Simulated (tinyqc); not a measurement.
# MOS capacitor on an n-type substrate, surface potential from the exact charge relation: effects of single changes

Uniform n-type substrate, Boltzmann statistics, full ionisation, classical densities. psi is the surface potential against the body (positive when the bands bend down) and u = -psi/Vt. Traps are spread evenly over the gap and neutral at flat band, so their charge is -q Dit psi; the minority quasi-Fermi level is shifted by Vb.

Parameters, values chosen for the exercise; band and dielectric values close to those of In0.53Ga0.47As: temperature T = 293 K; band gap Eg = 0.735 eV; relative permittivity eps_r = 14.1; conduction-band density of states at T Nc = 2.04e17 cm^-3; valence-band density of states at T Nv = 7.43e18 cm^-3; electron affinity chi = 4.42 eV; donor density of the substrate N = 3.1e15 cm^-3; relative permittivity of the gate insulator (close to silicon dioxide) eox = 3.9; insulator thickness tox = 17 nm; gate work function phiM = 4.89 eV; fixed charge at the interface, in units of q Nf = 0 cm^-2; density of interface traps Dit = 1.4e11 cm^-2 eV^-1; reverse bias of the inversion layer against the body Vb = 0 V.

Constants: q = 1.602176634e-19 C, kB = 1.380649e-23 J/K, Vt = kB T/q, eps0 = 8.8541878128e-14 F/cm where lengths are in cm. Results are converted to the units shown.

Each table varies one quantity; the others keep the values above.

## Capacitance-voltage curves

ni = sqrt(Nc Nv) exp(-Eg/(2 Vt)), Eg in volts; phiF = Vt ln(N/ni); Cox = eps0 eox/tox; Vfb = phiM - chi - Vt ln(Nc/N) - q Nf/Cox; Q0 = sqrt(2 eps0 eps_r q N Vt); r = (ni/N)^2 exp(-Vb/Vt); VT = Vfb - [(2 phiF + Vb)(1 + q Dit/Cox) + sqrt(2 eps0 eps_r q N (2 phiF + Vb))/Cox]. u = -psi/Vt; F^2 = exp(-u) + u - 1 + r (exp(u) - u - 1); Qs = +sign(u) Q0 F; Cs = -dQs/dpsi = (Q0/Vt) |1 - exp(-u) + r (exp(u) - 1)|/(2 F). psi solves Vg = Vfb + psi + (q Dit psi - Qs)/Cox. Low frequency: 1/C_LF = 1/Cox + 1/(Cs + q Dit). High frequency, in the simple estimate in which traps and minority carriers do not follow: 1/C_HF = 1/Cox + 1/Cd, Cd being Cs with r = 0 at the same psi. Deep depletion: r = 0 and Dit = 0 both in the equation for psi and in Cs. Minority sheet density N_inv = (Q0/(2 q)) int_0^u r (exp(t) - 1)/F(t) dt for u > 0. N_inv under 1 cm^-2 is printed as 0. Regimes: accumulation when majority carriers gather, then depletion up to |psi| = phiF + Vb, weak inversion up to 2 phiF + Vb, strong inversion beyond.

Capacitance-voltage curves:

| Vg (V) | psi (V) | C_LF/Cox | C_HF/Cox | C_deep/Cox | N_inv (cm^-2) | regime |
|---|---|---|---|---|---|---|
| 1.32 | 0.16835 | 0.93926 | 0.93885 | 0.94011 | 0 | accumulation |
| 1 | 0.14439 | 0.90659 | 0.90561 | 0.90807 | 0 | accumulation |
| 0.67 | 0.10091 | 0.80972 | 0.80564 | 0.81189 | 0 | accumulation |
| 0.34 | -0.013350 | 0.43258 | 0.39464 | 0.39209 | 564.07 | depletion |
| 0.01 | -0.24574 | 0.22787 | 0.15583 | 0.14942 | 3.8356e6 | weak inversion |
| -0.32 | -0.48737 | 0.52987 | 0.11309 | 0.10618 | 3.2918e10 | strong inversion |
| -0.65 | -0.56358 | 0.87527 | 0.10566 | 0.086834 | 3.3712e11 | strong inversion |
| -0.98 | -0.59411 | 0.92955 | 0.10308 | 0.075262 | 7.1137e11 | strong inversion |
| -1.31 | -0.61338 | 0.95108 | 0.10155 | 0.067350 | 1.1022e12 | strong inversion |
| -1.64 | -0.62746 | 0.96260 | 0.10048 | 0.061502 | 1.5005e12 | strong inversion |

C_LF/Cox is lowest, 0.228, at Vg = 0.01 V (weak inversion) among the rows listed and is 0.963 in the last row, where C_HF/Cox is 0.100 and the deep-depletion value 0.0615. Vfb = 0.364 V, where C_HF/Cox = 0.436 (Cox in series with eps0 eps_r/LD), and VT = -0.230 V. Over the last two rows psi moves by only 0.043 V a volt of gate bias, since the inversion charge screens the body. The traps add q Dit = 0.11 Cox beside Cs, which lifts C_LF above C_HF even in depletion. In strong accumulation and inversion degeneracy and confinement, left out here, lower the capacitance.

## Effect of the relative permittivity of the gate insulator on threshold and swing

ni = sqrt(Nc Nv) exp(-Eg/(2 Vt)), Eg in volts; phiF = Vt ln(N/ni); Cox = eps0 eox/tox; Vfb = phiM - chi - Vt ln(Nc/N) - q Nf/Cox; VT = Vfb - [(2 phiF + Vb)(1 + q Dit/Cox) + sqrt(2 eps0 eps_r q N (2 phiF + Vb))/Cox]. gamma = sqrt(2 eps0 eps_r q N)/Cox; Wm = sqrt(2 eps0 eps_r (2 phiF + Vb)/(q N)); m = 1 + (eps0 eps_r/Wm + q Dit)/Cox; swing m Vt ln 10; Cmin/Cox = 1/(1 + Cox Wm/(eps0 eps_r)).

The same in every row: Vfb (V) = 0.3643; 2 phiF (V) = 0.4328; Wm (nm) = 466.5.

Effect of the relative permittivity of the gate insulator on threshold and swing:

| eox | gamma (V^0.5) | VT (V) | m | swing (mV/decade) | Cmin/Cox |
|---|---|---|---|---|---|
| 3.9 | 0.1734 | -0.2304 | 1.242 | 72.22 | 0.1164 |
| 5 | 0.1352 | -0.1948 | 1.189 | 69.12 | 0.09320 |
| 7.5 | 0.09015 | -0.1527 | 1.126 | 65.46 | 0.06412 |
| 9 | 0.07513 | -0.1387 | 1.105 | 64.24 | 0.05401 |
| 15 | 0.04508 | -0.1106 | 1.063 | 61.80 | 0.03312 |
| 22 | 0.03073 | -0.09721 | 1.043 | 60.63 | 0.02282 |
| 30 | 0.02254 | -0.08956 | 1.031 | 59.97 | 0.01684 |

As eox goes from 3.9 to 30, VT rises from -0.230 to -0.0896 V, the swing falls from 72.2 to 60.0 mV/decade and Cmin/Cox falls from 0.116 to 0.0168. Vfb does not move. m - 1 goes as eox^(-1.00), that is as 1/Cox.

## Effect of the insulator thickness on threshold and swing

Same model as above.

The same in every row: Vfb (V) = 0.3643; 2 phiF (V) = 0.4328; Wm (nm) = 466.5.

Effect of the insulator thickness on threshold and swing:

| tox (nm) | gamma (V^0.5) | VT (V) | m | swing (mV/decade) | Cmin/Cox |
|---|---|---|---|---|---|
| 4.2 | 0.04283 | -0.1085 | 1.060 | 61.62 | 0.03153 |
| 6.3 | 0.06425 | -0.1285 | 1.090 | 63.36 | 0.04656 |
| 9.4 | 0.09586 | -0.1580 | 1.134 | 65.92 | 0.06791 |
| 14 | 0.1428 | -0.2018 | 1.199 | 69.73 | 0.09789 |
| 21 | 0.2142 | -0.2684 | 1.299 | 75.53 | 0.1400 |
| 31 | 0.3161 | -0.3637 | 1.442 | 83.81 | 0.1937 |
| 46 | 0.4691 | -0.5065 | 1.655 | 96.24 | 0.2628 |
| 68 | 0.6935 | -0.7159 | 1.969 | 114.5 | 0.3451 |

Read the table: what changes, and by how much?

As tox goes from 4.2 to 68, VT falls from -0.109 to -0.716 V, the swing rises from 61.6 to 114 mV/decade and Cmin/Cox rises from 0.0315 to 0.345. Vfb does not move. m - 1 goes as tox^(1.00), that is as 1/Cox.

Computed by the program tinyqc: `OMP_NUM_THREADS=1 python tinyqc.py 2060161 2060162 out.jsonl`, one thread of a shared Intel Xeon 2.30GHz, about 0.01 s for the whole run.
